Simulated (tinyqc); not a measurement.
Implant damage, amorphisation by cascade overlap, and solid-phase epitaxial regrowth: one step, computed by the program tinyqc. Command: `OMP_NUM_THREADS=1 python tinyqc.py 3114061 3114062 out.jsonl sper walk`. One thread of a shared host (Intel(R) Xeon(R) Processor @ 2.30GHz), about 0.01 s of CPU time with the checks.

Range and width of the damage are inputs. Dynamic annealing enters only through the surviving share f.

Problem. Isothermal regrowth. v = v0 x orientation factor x exp(-E_a/(k_B T)) x [1 + (enhancement - 1) exp(-(z - R_d)^2/(2 s_d^2))], T = anneal temperature + 273.15 K; the dopant is taken to follow the damage profile; the lower front moves from the lower edge z2 to the surface, or to the middle (z1 + z2)/2 of a buried layer with upper edge z1; time = int dz/v; the equivalent undoped distance is that time times the undoped velocity.

Inputs (values chosen for the exercise, modelled on fluorine ions in silicon): depth of the damage peak R_d = 33 nm; width of the damage profile s_d = 17 nm; regrowth prefactor v0 = 3.7e+15 nm/s; regrowth energy E_a = 2.68 eV; anneal temperature = 529 C; rate relative to (100) = 0.04; peak enhancement by the dopant = 1.2.

lower edge = 75.34612 nm

upper edge = 0 nm

Constants: k_B = 8.617333262e-05 eV/K.

Give: undoped velocity; distance to regrow; time without enhancement; equivalent undoped distance; time with enhancement.

Solution.

undoped velocity = 0.002149 nm/s

distance to regrow = 75.35 nm

time without enhancement = 35059 s

equivalent undoped distance = 68.13 nm

time with enhancement = 31703 s

The rate doubles for each 14 K or so near this temperature. Caution: regrowth on (111) is not only slow but leaves twins, which a single velocity does not describe.
